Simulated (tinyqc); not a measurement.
Undoped gate-all-around wire MOSFET, analytic charge model: one step of the calculation.

An undoped round wire of radius R under an insulator shell and a surrounding gate; long channel, electrons only, n = ni exp((psi - V)/Vt) with V the quasi-Fermi potential (0 at the source, Vd at the drain), constant mobility, no quantisation. The radial Poisson equation gives n(r) = n(0)/(1 - (1 - b) r^2/R^2)^2 with b = Q0/(Q + Q0). Q is the electron charge per area of the wire surface.

Problem. Charge at the source by substitution. With V = 0: u = Vg - V0 - Q/Cox, then Q(new) = (Q0/2)[sqrt(1 + 4 exp(u/Vt)) - 1], the root of Vt ln[(Q/Q0)(1 + Q/Q0)] = u.

Parameters, values chosen for the exercise:

| symbol | value | unit | meaning |
|---|---|---|---|
| T | 273 | K | temperature |
| Vg | 1.27 | V | gate voltage |

Constants: q = 1.602176634e-19 C, kB = 1.380649e-23 J/K, Vt = kB T/q. Results are converted to the units shown.

Q at the start = 0 nC/cm^2
Cox = 1.9124538 uF/cm^2
Q0 = 241.62522 nC/cm^2
V0 = 0.69341575 V

Wanted: u; Q after iteration 1.

Solution.

u = 0.57658 V
Q after iteration 1 = 5.0725e7 nC/cm^2

Computed by the program tinyqc: `OMP_NUM_THREADS=1 python tinyqc.py 2460096 2460097 out.jsonl`, one thread of a shared Intel Xeon 2.30GHz, about 0.02 s for the whole run.
